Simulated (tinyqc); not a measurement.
sp3s* tight binding: one step. Levels at this k. The numbers come from values chosen for the exercise (near a published set for GaSb, fitted to gaps, whose masses and valley positions are rough).

H(k) (eV), rows sa, xa, ya, za, s*a, sc, xc, yc, zc, s*c and columns alike:
```
[[-7.299000, 0, 0, 0, 0, -5.713271, 1.895814i, 0, 0, 0],
 [0, 0.858000, 0, 0, 0, -1.798995i, 1.460654, 0, 0, -1.613393i],
 [0, 0, 0.858000, 0, 0, 0, 0, 1.460654, 1.568619i, 0],
 [0, 0, 0, 0.858000, 0, 0, 0, 1.568619i, 1.460654, 0],
 [0, 0, 0, 0, 6.649000, 0, 1.904615i, 0, 0, 0],
 [-5.713271, 1.798995i, 0, 0, 0, -3.904000, 0, 0, 0, 0],
 [-1.895814i, 1.460654, 0, 0, -1.904615i, 0, 2.903000, 0, 0, 0],
 [0, 0, 1.460654, -1.568619i, 0, 0, 0, 2.903000, 0, 0],
 [0, 0, -1.568619i, 1.460654, 0, 0, 0, 0, 2.903000, 0],
 [0, 1.613393i, 0, 0, 0, 0, 0, 0, 0, 6.013000]]
```

Question. Diagonalise H, which belongs to k = (0.25, 0, 0) (2 pi/a). Four bands are filled (two electrons each); give the make-up of band 5, the lowest empty one.

Give: levels; weights of band 5; weight of band 5 on atom a.

Answer.

levels (eV): [-11.7898, -1.7889, -0.4943, -0.4943, 1.7386, 2.9870, 4.2553, 4.2553, 6.5137, 7.5594]

weights of band 5: s 0.565, p 0.380, s* 0.054

weight of band 5 on atom a = 0.540

The vertical gap at this k is 2.2329 eV; band 5 is mostly s-like.

Computed by tinyqc, a small Python program: `OMP_NUM_THREADS=1 python tinyqc.py 1452369 1452370 out.jsonl` (the numbers bound the seed that draws the inputs); one thread of a shared host (Intel(R) Xeon(R) Processor @ 2.30GHz), about 0.1 s for the whole set of steps.
